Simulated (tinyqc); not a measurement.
Inside a calculation. Model: vacuum evaporation: vapour pressure, source flux, thickness distribution, purity and step coverage. Computed by tinyqc, a small Python program that keeps every step. Command: `OMP_NUM_THREADS=1 python tinyqc.py 3113093 3113094 out.jsonl evap walk`. One thread of a shared host (Intel(R) Xeon(R) Processor @ 2.30GHz), about 0.01 s of CPU time with the checks. Intermediate numbers are printed to about 5 digits and carried at full precision; extremes and crossings named in words are read from the listed rows.

Molecular flow, unit sticking of the metal, no re-evaporation. The background gas is taken as water vapour (18.015 g/mol, collision diameter 0.37 nm) at 300 K.

Inputs (values chosen for the exercise, modelled on nickel, with constants for the liquid):
```
quantity,value,unit
molar mass M,58.69,g/mol
film density rho,8.9,g/cm^3
vapour-pressure constant A,11.69,-
vapour-pressure constant B,20840,K
source temperature T,1680,K
source area,1.7,cm^2
directionality n,4,-
source-to-wafer distance h,19,cm
wafer radius R,15,cm
source offset from the axis s/h,0.6,-
background pressure p,3e-08,Pa
sticking of background gas,0.3,-
aspect ratio of a trench,0.71,-
```

Constants: u = 1.6605390666e-27 kg; k_B = 1.380649e-23 J/K; R = 8.314462618 J/(mol K).

## Vapour pressure and flux

log10(p_v/Pa) = A - B/T; flux from the surface Phi = p_v/sqrt(2 pi m k_B T), m = M u. Mass loss = Phi x area x m; heat of evaporation = ln(10) R B; d ln Phi/dT = ln(10) B/T^2 - 1/(2 T).

vapour pressure p_v = 0.19286 Pa

flux Phi = 1.6182e+17 1/(cm^2 s)

mass loss = 0.096518 g/h

heat of evaporation = 398.98 kJ/mol

change of flux per kelvin = 1.6704 %/K

Holding the rate to 1 % needs the temperature to about 0.60 K.

## Rate and uniformity on a fixed wafer above the source

A small source emits (n + 1) Phi area cos^n(phi)/(2 pi) per solid angle; on a parallel plane at height h and lateral distance l the arrival rate is (n + 1) Phi area/(2 pi h^2) x (1 + (l/h)^2)^(-(n + 3)/2). Growth rate = arrival rate x m/rho, m = M u. The wafer is fixed and centred above the source.

arrival rate at the centre = 6.0643e+14 1/(cm^2 s)

growth rate at the centre = 0.066405 nm/s

edge over centre = 0.18350

non-uniformity (max - min)/(max + min) = 68.990 %

share of the material that lands on the wafer, 1 - (1 + (R/h)^2)^(-(n + 1)/2) = 70.213 %

## Offset source and rotation

Rotating wafer, source offset by s and facing upwards: thickness at radius r is the mean over the angle a of (1 + (r^2 + s^2 - 2 r s cos a)/h^2)^(-(n + 3)/2), by 360 equal steps; non-uniformity (max - min)/(max + min) over 21 radii from 0 to R.

centre thickness relative to an axial source = 0.34089

edge over centre, rotating = 0.70455

non-uniformity, rotating = 18.439 %

## Choosing the offset

The curvature at the centre vanishes at s/h = sqrt(2/(n + 3)).

Against the offset:
```
s/h,centre thickness,edge over centre,non-uniformity (%)
0.0,1.0000,0.1835,68.990
0.2,0.8717,0.2231,63.518
0.4,0.5948,0.3708,45.898
0.5,0.4579,0.5088,32.553
0.6,0.3409,0.7045,18.439
0.7,0.2477,0.9637,8.212
0.8,0.1770,1.2806,14.409
0.9,0.1254,1.6353,24.107
1.1,0.0623,2.3268,39.882
```

The best row, s/h = 0.7, has 8.2 % against 69 % on the axis, at the price of a rate lower by a factor 4.04; the small-wafer optimum is sqrt(2/(n + 3)) = 0.53.

## Scattering and purity

Mean free path lambda = k_B T_g/(sqrt2 pi d^2 p); unscattered share exp(-h/lambda); gas arrival p/sqrt(2 pi m_g k_B T_g); impurity ratio = sticking x gas arrival/metal arrival; monolayer time = 1e15 cm^-2/(sticking x gas arrival).

mean free path = 2.2699e+05 m

unscattered share = 1.00000

gas arrival rate = 1.0752e+11 1/(cm^2 s)

impurity ratio = 5.3190e-05

monolayer time = 31002 s

## A trench at the wafer edge

Fixed wafer, axial point source, trench running tangentially at r = R: the beam arrives at tan(a) = R/h. Shadowed share of the floor = aspect ratio x tan(a) (at most 1); the wall facing the source grows at tan(a) times the field rate, the other wall not at all.

angle a = 38.290 degrees

shadowed share of the floor = 0.56053

wall over field thickness = 0.78947

Checks made by the program: share on the wafer by quadrature (relative difference 3e-08).
